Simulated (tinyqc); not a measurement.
Potential-pH (Pourbaix) lines of a metal, its cation, its oxide and an oxyanion, with a complexing ligand: one step, computed by the program tinyqc. Command: `OMP_NUM_THREADS=1 python tinyqc.py 3028098 3028099 out.jsonl pourb walk`. One thread of a shared host (Intel(R) Xeon(R) Processor @ 2.30GHz), about 0.01 s of CPU time with the checks.

Potentials are against the standard hydrogen electrode; solids and water have unit activity; dG_f of M, H+ and the electron is zero; F = e N_A and s = R T ln(10)/F. The cation carries z = 2.

Task: The stable species at (pH, E). M2+ + 2e = M; MO + 2H+ + 2e = M + H2O; MO2(2-) + 4H+ + 2e = M + 2H2O. For each, E0 = -dG/(z F), and E = E0 + (s/z) log10 a - (s n_H/z) pH, with no activity term for the oxide. The metal is stable below the lowest of the three lines; above it, the species of the lowest line is stable. Water lines at 1 bar: hydrogen E = -s pH, oxygen E = -dG_f(water)/(2F) - s pH.

Inputs (values chosen for the exercise, modelled on zinc):

| quantity | value | unit |
|---|---|---|
| dG_f of water | -237.14 | kJ/mol |
| temperature T | 298.15 | K |
| log10 of the dissolved activity a | -6 | - |
| pH | 8.6 | - |
| potential E | -0.15 | V |

Species: M, M2+, MO, MO2(2-).

E0 (V): cation -0.7472638, oxide -0.4386159, oxyanion 0.4152445

s = 0.05915935 V

Constants: e = 1.602176634e-19 C; N_A = 6.02214076e+23 1/mol.

Give: lines at this pH; upper limit of immunity; hydrogen line; oxygen line; E above the limit of immunity.

Result:

lines at this pH (V): cation -0.9247, oxide -0.9474, oxyanion -0.7798

upper limit of immunity = -0.9474 V

hydrogen line = -0.5088 V

oxygen line = 0.7201 V

E above the limit of immunity = 0.7974 V

Stable here: the oxide (passivity, if the film is dense). Water itself can oxidise the metal at this pH. Caution: other oxidation states, hydroxides and hydrides are left out, and the lines say nothing of rates.
